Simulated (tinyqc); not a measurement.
Ellipsoidal valleys in the axes of a wafer and a channel: one step. Masses of all valleys. Five cases, with inputs chosen for the exercise.

Problem. Give mz, md, mc, mx and my.

Valleys with axes a along [111], [1-1-1], [-11-1] and [-1-11], one whole valley each; inverse mass tensor w = 1/mt + (1/ml - 1/mt) a a. Device axes: z = nz/|nz|, x = nx/|nx|, y = z cross x; in them a = (ax, ay, az). Confinement mass mz = 1/w_zz. In the plane w_ij is replaced by u_ij = w_ij - w_iz w_jz/w_zz (i, j = x, y); density-of-states mass md = 1/sqrt(det u); conductivity mass along x mc = 1/u_xx; ballistic transport mass mx = u_yy/det u, width mass my = 1/u_yy.

Case 1.

Values chosen (near those of the L valleys of Ge; shifted at random, so the results belong to these values and not to a real crystal): ml = 1.566 m0 (longitudinal mass); mt = 0.081 m0 (transverse mass); nz = (0, 0, 1) (surface normal (confinement)); nx = (1, 0, 0) (channel direction).

Case 2.

Values chosen (near those of the L valleys of Ge; shifted at random, so the results belong to these values and not to a real crystal): ml = 1.591 m0 (longitudinal mass); mt = 0.085 m0 (transverse mass); nz = (2, 1, 0) (surface normal (confinement)); nx = (0, 0, 1) (channel direction).

Case 3.

Values chosen (near those of the L valleys of GaAs; shifted at random, so the results belong to these values and not to a real crystal): ml = 1.951 m0 (longitudinal mass); mt = 0.074 m0 (transverse mass); nz = (1, 1, 0) (surface normal (confinement)); nx = (0, 0, 1) (channel direction).

Case 4.

Values chosen (near those of the L valleys of GaAs; shifted at random, so the results belong to these values and not to a real crystal): ml = 1.842 m0 (longitudinal mass); mt = 0.078 m0 (transverse mass); nz = (1, 1, 3) (surface normal (confinement)); nx = (1, -1, 0) (channel direction).

Case 5.

Values chosen (near those of the L valleys of Ge; shifted at random, so the results belong to these values and not to a real crystal): ml = 1.531 m0 (longitudinal mass); mt = 0.084 m0 (transverse mass); nz = (0, 0, 1) (surface normal (confinement)); nx = (1, 1, 0) (channel direction).

Give: Masses (m0).

Solution.

Case 1.

Masses (m0):
```
valley       mz      md      mc      mx      my
[111]    0.1184  0.2945  0.1506  0.5760  0.1506
[1-1-1]  0.1184  0.2945  0.1506  0.5760  0.1506
[-11-1]  0.1184  0.2945  0.1506  0.5760  0.1506
[-1-11]  0.1184  0.2945  0.1506  0.5760  0.1506
```

mz md^2 = ml mt^2 = 0.01027 for every valley, so a heavy confinement mass comes with a small density of states. On this face all axes make the same angle with the normal.

Case 2.

Masses (m0):
```
valley       mz      md      mc      mx      my
[111]    0.1967  0.2417  0.3152  0.5870  0.0995
[1-1-1]  0.0907  0.3560  0.1282  0.5870  0.2158
[-11-1]  0.0907  0.3560  0.1282  0.5870  0.2158
[-1-11]  0.1967  0.2417  0.3152  0.5870  0.0995
```

mz md^2 = ml mt^2 = 0.01149 for every valley, so a heavy confinement mass comes with a small density of states. The heaviest mz is 0.197, for [111] and [-1-11].

Case 3.

Masses (m0):
```
valley       mz      md      mc      mx      my
[111]    0.2063  0.2275  0.6997  0.6997  0.0740
[1-1-1]  0.0740  0.3800  0.1089  0.6997  0.2063
[-11-1]  0.0740  0.3800  0.1089  0.6997  0.2063
[-1-11]  0.2063  0.2275  0.6997  0.6997  0.0740
```

mz md^2 = ml mt^2 = 0.01068 for every valley, so a heavy confinement mass comes with a small density of states. The heaviest mz is 0.206, for [111] and [-1-11].

Case 4.

Masses (m0):
```
valley       mz      md      mc      mx      my
[111]    0.2841  0.1986  0.0780  0.0780  0.5056
[1-1-1]  0.1056  0.3258  0.5741  1.2540  0.0846
[-11-1]  0.1056  0.3258  0.5741  1.2540  0.0846
[-1-11]  0.0803  0.3735  0.0780  0.0780  1.7885
```

mz md^2 = ml mt^2 = 0.01121 for every valley, so a heavy confinement mass comes with a small density of states. The heaviest mz is 0.284, for [111].

Case 5.

Masses (m0):
```
valley       mz      md      mc      mx      my
[111]    0.1226  0.2968  1.0487  1.0487  0.0840
[1-1-1]  0.1226  0.2968  0.0840  0.0840  1.0487
[-11-1]  0.1226  0.2968  0.0840  0.0840  1.0487
[-1-11]  0.1226  0.2968  1.0487  1.0487  0.0840
```

mz md^2 = ml mt^2 = 0.01080 for every valley, so a heavy confinement mass comes with a small density of states. On this face all axes make the same angle with the normal.

Computed by tinyqc, one run a case: `OMP_NUM_THREADS=1 python tinyqc.py N N+1 out.jsonl` with N = 1880620, 1880865, 1881030, 1881073, 1881222; one thread of a shared Intel(R) Xeon(R) Processor @ 2.30GHz, about 0.01 s a run at most.
